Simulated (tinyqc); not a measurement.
Inside a calculation: cyclotron resonance of ellipsoidal valleys, Si type. Values are carried at full precision from step to step, so a last printed digit may differ when a step is redone from the rounded ones.

Valleys along [100], [010], [001] (each with its opposite partner), mass ml along the axis and mt across it. B lies in the (1-10) plane, b = (sin(theta)/sqrt2, sin(theta)/sqrt2, cos(theta)). For the angle phi between B and the axis, 1/mc^2 = cos^2(phi)/mt^2 + sin^2(phi)/(mt ml). Resonance: h nu = 2 muB B/mc, h = 2 pi hbar.

Constants: hbar = 6.58211957e-16 eV s; muB = 5.788381798e-05 eV/T.

Parameters, chosen for this exercise (near those of Si; not measured data): theta = 48 degrees (angle of B from [001] towards [110]); ml = 0.887 m0 (longitudinal mass); mt = 0.189 m0 (transverse mass); nu = 9.4 GHz (microwave frequency); tau = 19 ps (scattering time).

## Angles to the valley axes

Give b and cos^2(phi) for each axis.

b: 0.5255  0.5255  0.6691

cos^2(phi): [100] 0.2761, [010] 0.2761, [001] 0.4477

## Cyclotron masses and resonance fields

For each axis, mc and B = h nu mc/(2 muB).

Resonances:

| axis | mc (m0) | B (T) |
|---|---|---|
| [100] | 0.2881 | 0.0967 |
| [010] | 0.2881 | 0.0967 |
| [001] | 0.2514 | 0.0844 |

2 distinct masses appear; the limits are mt = 0.189 (B along the axis) and sqrt(ml mt) = 0.4094 (B across it).

## The same from the mass tensor

For the valley along [001]: M = mt 1 + (ml - mt) a a^T, and mc^2 = det M/(b M b).

M (m0):
```
        x       y       z
x  0.1890       0       0
y       0  0.1890       0
z       0       0  0.8870
```

det M = 0.031685
b M b = 0.5015
mc = 0.2514 m0

## Line shape

For linear polarisation and one isotropic mass the absorbed power goes as P = [1 + (w^2 + wc^2) tau^2]/([1 + (wc^2 - w^2) tau^2]^2 + 4 w^2 tau^2), w = 2 pi nu. List it for wc/w = 0, 0.5, 0.8, 0.9, 1, 1.1, 1.2, 1.5 and 2, which is B over the resonance field.

w tau = 1.122

Power:

| wc/w | P |
|---|---|
| 0.0 | 0.4426 |
| 0.5 | 0.5107 |
| 0.8 | 0.5744 |
| 0.9 | 0.5839 |
| 1.0 | 0.5828 |
| 1.1 | 0.5701 |
| 1.2 | 0.5465 |
| 1.5 | 0.4366 |
| 2.0 | 0.2618 |

The largest listed value lies at wc/w = 0.9, 1.3 times the zero-field value. The line is so broad that on the low-field side it reaches half its height only near zero field, or not at all. The closest two lines of this crystal are 14.6 % apart, so they merge at this w tau.

## Checks

- Rotation frequency of dv/dt = -M^-1 (v x b) for the valley along [001], in units of e B/m0, against 1/mc: both 3.9785.

tinyqc: `OMP_NUM_THREADS=1 python tinyqc.py 1282348 1282349 out.jsonl`; about 0.01 s, one thread, shared Intel(R) Xeon(R) Processor @ 2.30GHz.
